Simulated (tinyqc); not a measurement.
Gate work function from the charge.

Problem. For an undoped double gate, Q = 8 eps0 eps_r Vt beta tan(beta)/ts with 0 < beta < pi/2, and at the source (Vg - dphi)/(2 Vt) - ln[(2/ts) sqrt(2 eps0 eps_r Vt/(q ni))] = ln(beta) - ln(cos beta) + 2 r beta tan(beta), r = eps_r tox/(eox ts). Find beta and dphi.

Inputs (values chosen for the exercise); material values close to those of silicon:

| symbol | value | unit | meaning |
|---|---|---|---|
| T | 300 | K | temperature |
| eps_r | 11.6 |  | relative permittivity of the semiconductor |
| eox | 3.94 |  | relative permittivity of the gate insulator |
| tox | 3.1 | nm | insulator thickness |
| ts | 12 | nm | body thickness |
| Vg | 0.51 | V | gate voltage |

Constants: q = 1.602176634e-19 C, kB = 1.380649e-23 J/K, Vt = kB T/q, eps0 = 8.8541878128e-14 F/cm where lengths are in cm. Results are converted to the units shown.

Qs = 324.14474 nC/cm^2
ni = 8.8103026e9 cm^-3

Solution. beta tan(beta) rises from 0 without bound on the interval, so the charge fixes beta; the second relation is then explicit in dphi.

beta = 1.05
dphi = -0.150 V

tinyqc, about 0.02 s, one thread, Intel Xeon 2.30GHz (shared host): `OMP_NUM_THREADS=1 python tinyqc.py 2440125 2440126 out.jsonl`
